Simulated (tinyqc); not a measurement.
Leakage against temperature: trap-assisted generation and recombination current of an abrupt junction. Computed by tinyqc, a small Python program. Command: `OMP_NUM_THREADS=1 python tinyqc.py 3004197 3004198 out.jsonl junctionleak walk`. One thread of a shared host (Intel(R) Xeon(R) Processor @ 2.30GHz), about 0.01 s of CPU time with the checks.

Depletion approximation, flat quasi-Fermi levels across the depleted layer, long neutral regions with minority lifetimes tau_n and tau_p, full ionisation and Boltzmann statistics. Voltages in exponents stand for e V.

Inputs (values chosen for the exercise, for a model semiconductor):
```
quantity                              value    unit
gap E_g                                1.59      eV
electron mass m_e                    0.0703     m_0
valleys M_c                               1       -
hole mass m_h                         0.584     m_0
dielectric constant eps                10.5       -
acceptor density N_A                6.5e+16   cm^-3
donor density N_D                   1.9e+17   cm^-3
capture time tau_n                  3.7e-09       s
capture time tau_p                  6.2e-06       s
trap level E_t - E_i                 -0.012      eV
electron diffusion coefficient D_n       59  cm^2/s
hole diffusion coefficient D_p           11  cm^2/s
reverse bias V_r                        1.2       V
temperature T                           300       K
tunnelling mass m_t                    0.18     m_0
```

Field enhancement: Hurkx tunnelling factor.

Constants: k_B = 8.617333262e-05 eV/K; m_0 = 9.1093837015e-31 kg; k_B = 1.380649e-23 J/K; h = 6.62607015e-34 J s; e = 1.602176634e-19 C; eps_0 = 8.8541878128e-12 F/m; hbar = 1.054571817e-34 J s.

Method:
- N_c = 2 M_c (2 pi m_e k_B T/h^2)^(3/2) and N_v = 2 (2 pi m_h k_B T/h^2)^(3/2), masses in units of m_0.
- n_i = sqrt(N_c N_v) exp(-E_g/2 k_B T); V_bi = (k_B T/e) ln(N_A N_D/n_i^2); diffusion saturation current J_d0 = e n_i^2 [sqrt(D_n/tau_n)/N_A + sqrt(D_p/tau_p)/N_D].
- W = sqrt(2 eps eps_0 (V_bi - V)(1/N_A + 1/N_D)/e), x_p = W N_D/(N_A + N_D), x_n = W - x_p, peak field F_m = 2 (V_bi - V)/W; reverse bias means V = -V_r.
- Both capture times are divided by 1 + Gamma, Gamma = 2 sqrt(3 pi) (F/F_G) exp((F/F_G)^2), F_G = sqrt(24 m_t (k_B T)^3)/(e hbar) (the low-field Hurkx form), F being the local field, linear in x from 0 at the edges to F_m.
- Potential from the p edge: phi = (V_bi - V) x^2/(x_p W) on the p side and (V_bi - V)[1 - (W - x)^2/(x_n W)] on the n side; p = N_A exp(-phi/k_B T), n = n_i^2 exp(V/k_B T)/p; U = (n p - n_i^2)/[tau_p (n + n_i exp(dE/k_B T)) + tau_n (p + n_i exp(-dE/k_B T))], dE = E_t - E_i, n1 = n_i exp(dE/k_B T), p1 = n_i exp(-dE/k_B T); J_t = e int U dx by the trapezoid rule on 400 intervals on each side.
- The gap, capture times and diffusion coefficients are held fixed. J_g = -J_t at V = -V_r. The last column is -k_B d ln(J_g + J_d0)/d(1/T) from this row and the one above.

peak field F_m = 209671 V/cm

Reverse current:
```
T (K)  generation (A/cm^2)  diffusion (A/cm^2)  activation energy (eV)
240             1.1133e-16          3.4247e-28                       -
270             6.6509e-15          2.4999e-24                 0.76128
300             1.8332e-13          3.1846e-21                 0.77164
340             6.4149e-12          6.4355e-18                 0.78122
380             1.0989e-10          2.7188e-15                 0.79074
420             1.1241e-09          3.7420e-13                 0.79960
480             1.8452e-08          1.3551e-10                 0.81221
```

What follows from these numbers?

The activation energy goes from 0.761 to 0.812 eV. Generation alone gives about E_g/2 + dE if tau_p exp(dE/k_B T) exceeds tau_n exp(-dE/k_B T), else E_g/2 - dE, here 0.783 eV, plus 1.5 k_B T, less where tunnelling helps, and diffusion E_g = 1.59 eV plus 3 k_B T; generation rules in every row. Caution: one side is doped near or above its effective density of states, so Boltzmann statistics understate V_bi.

Extremes, crossings and ranges named in words are read from the listed rows.
